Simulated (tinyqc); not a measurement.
## Narrowing from the saturation current

Question. A uniform n-type emitter has J0 = (q p0 D/L)(s + tanh(W/L))/(1 + s tanh(W/L)), D = mup Vt, s = S L/D, and p0 = (ni^2/N) exp(dE_app/kB T), where dE_app = dEg + kB T ln[(N/Nc) exp(-eta)]. Find p0, dE_app and dEg.

Values chosen for this exercise; band and dielectric values close to those of germanium: temperature T = 350 K; conduction-band density of states at 350 K Nc = 1.34e19 cm^-3; ionised donor density N = 2.4e18 cm^-3; minority-hole mobility mup = 200 cm^2/(V s); emitter width W = 140 nm; recombination velocity at the contact S = 7.4e5 cm/s.

Constants: q = 1.602176634e-19 C, kB = 1.380649e-23 J/K, Vt = kB T/q. Results are converted to the units shown.

J0 = 1.5275228e12 fA/cm^2
L = 17351.690 nm
ni = 1.7140460e14 cm^-3
converged eta = -1.6566209

Answer. J0 gives p0, its ratio to ni^2/N gives dE_app, and the degeneracy term is taken off.

p0 = 3.50e10 cm^-3
dE_app = 31.7 meV
dEg = 33.6 meV

Program tinyqc, `OMP_NUM_THREADS=1 python tinyqc.py 2330011 2330012 out.jsonl`; Intel Xeon 2.30GHz, shared host, one thread, about 0.01 s.
